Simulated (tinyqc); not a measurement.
Double-gate transistor, scale length and short-channel effects: one step of the calculation.

A body of thickness ts between two insulators of thickness ti and two tied gates. Below threshold the potential that source and drain add obeys Laplace's equation and vanishes on the gate. Its lowest mode decays along the channel as exp(-k y); k is the smallest positive root of the matching condition at the interface, and the scale length is Lambda = pi/k.

Problem. Scale length against simple estimates. Lambda = pi/k and l = 1/k. A parabolic potential across the structure gives l(parabolic) = sqrt((eps_r/(2 ei)) ts ti (1 + ei ts/(4 eps_r ti))).

Values chosen for this exercise; permittivities: semiconductor close to that of indium arsenide, insulator close to that of zirconium oxide:
- eps_r = 15 (relative permittivity of the semiconductor)
- ei = 25.3 (relative permittivity of the insulator)
- ti = 13 nm (insulator thickness)
- ts = 8.6 nm (body thickness)

k = 0.10033421 1/nm

Find: Lambda; l; l(parabolic).

Solution.

Lambda = 31.31 nm
l = 9.967 nm
l(parabolic) = 6.511 nm

Computed by the program tinyqc: `OMP_NUM_THREADS=1 python tinyqc.py 2420086 2420087 out.jsonl`, one thread of a shared Intel Xeon 2.30GHz, about 0.01 s for the whole run.
